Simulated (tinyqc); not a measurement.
# ESD clamp with bipolar snapback, compact model and design window, step by step

tinyqc, about 0.02 s, one thread, Intel Xeon 2.30GHz (shared host): `OMP_NUM_THREADS=1 python tinyqc.py 2670126 2670127 out.jsonl` Printed values are rounded.

The drain junction multiplies the current that enters it: Igen = (M - 1)(Ic + I0), M = 1/(1 - (Vj/BV)^n). The generated holes leave through the substrate resistance and the base of the parasitic npn: Igen = Vb/Rb + Ic/be, Ic = Is exp(Vb/Vt). Terminal current I = Ic + I0 + Igen and voltage V = Vj + I Ro, per width. Isothermal, constant gain.

Parameters, values chosen for the exercise; values close to those of grounded-gate n-channel clamps: temperature T = 300 K; junction breakdown voltage BV = 6.4 V; exponent of the multiplication n = 4.4; current gain of the parasitic npn be = 5; saturation current Is = 1.1e-17 A/um; junction leakage I0 = 1.3e-11 A/um; substrate resistance Rb = 43000 ohm um; drain ballast and contact resistance Ro = 180 ohm um; failure current for 100 ns It2 = 7.9 mA/um; finger width Wf = 30 um; number of fingers Nf = 4; human-body-model level Lv = 2 kV; oxide breakdown voltage for 100 ns Vox = 11.5 V; supply voltage Vdd = 5 V.

Constants: q = 1.602176634e-19 C, kB = 1.380649e-23 J/K, Vt = kB T/q. Results are converted to the units shown.

## The snapback curve

Vb, point 0 to 8 (V): 0.05  0.3  0.41  0.47  0.52  0.662  0.795  0.815  0.845

For given Vb: Ic, Igen, M = 1 + Igen/(Ic + I0), Vj = BV (1 - 1/M)^(1/n), I and V.

```
point	Ic (uA/um)	M	Vj (V)	I (uA/um)	V (V)
0	7.60949e-11	89445.9	6.39998	1.16280	6.40019
1	1.20551e-6	4.91130e5	6.40000	6.97676	6.40125
2	8.49356e-5	97359.9	6.39999	9.53500	6.40170
3	8.65058e-4	12449.4	6.39988	10.9313	6.40185
4	0.00598423	2017.63	6.39928	12.1002	6.40146
5	1.45380	11.7897	6.27237	17.1399	6.27545
6	249.347	1.27415	4.51373	317.705	4.57092
7	540.493	1.23507	4.38965	667.545	4.50981
8	1724.92	1.21139	4.30391	2089.55	4.68003
```

V peaks at Vt1 = 6.402 V and falls to Vh = 4.510 V: once the npn supplies current, a small M feeds the base. At high current M tends to 1 + 1/be and Vj to BV (1 + be)^(-1/n) = 4.259 V.

## Iteration 1: base voltage at the failure current

Vb at the start = 0.75 V

I(Vb) = Ic (1 + 1/be) + I0 + Vb/Rb, I' = Ic (1 + 1/be)/Vt + 1/Rb; Newton steps on ln I: Vb(new) = Vb - ln(I/It2) I/I'. V follows from the introduction.

I = 0.0699250 mA/um
V = 5.13230 V
I' = 2.05339 mS/um
Vb after iteration 1 = 0.910977 V

## Iteration 2: base voltage at the failure current

As before.

I = 26.5864 mA/um
V = 9.04861 V
I' = 1027.61 mS/um
Vb after iteration 2 = 0.879580 V

## Course of the iteration: base voltage at the failure current

Stop when Vb changes by less than 1e-10 V, or after 20 iterations. Vb must stay between 0 and 8 V.

Course of the iteration:
```
iteration	Vb (V)	|change| (V)
1	0.910977	0.161
2	0.879580	0.0314
3	0.879558	2.21e-5
4	0.879558	2.30e-11
```

Converged in 4 iterations. At the end the number of correct digits about doubles with each step.

## Design window and human-body level

Vt1 = 6.40185 V
Vh = 4.50981 V
Vt2 = 5.69366 V

Human-body model: 100 pF through 1500 ohm, peak current about (level - Vt2)/1500 ohm, decay time 150 ns. All fingers turn on before the first fails if Vt2 > Vt1; then the clamp carries Nf Wf It2, otherwise in the worst case Wf It2. Margins: Vh - 1.1 Vdd against latching in operation, Vox - max(Vt1, Vt2) for the protected oxide.

peak current = 1.32954 A
current the clamp carries = 0.237 A
level it withstands = 0.361194 kV
holding margin = -0.990188 V
oxide margin = 5.09815 V

Uniform turn-on is not assured; the clamp fails the level. The holding margin is negative.
